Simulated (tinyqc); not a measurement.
Inside a calculation. Method: power iteration on a symmetric matrix. One step of it, computed by the program tinyqc.

Question. Step 2. w = (A - shift) v; v' = w/|w| with its largest component positive (the first on a tie); lambda = v'^T A v'.

A, lower triangle:
```
           1          2         3
1   0.084000
2  -0.226000   0.826000
3   0.253000  -0.377000  1.582000
```

vector after step 1: 0.715422  0.630989  -0.300040

shift = 1.060000

Give: vector after step 2; Rayleigh quotient after step 2.

Answer.

vector after step 2: 0.953  0.204  0.222

Rayleigh quotient after step 2 = 0.174
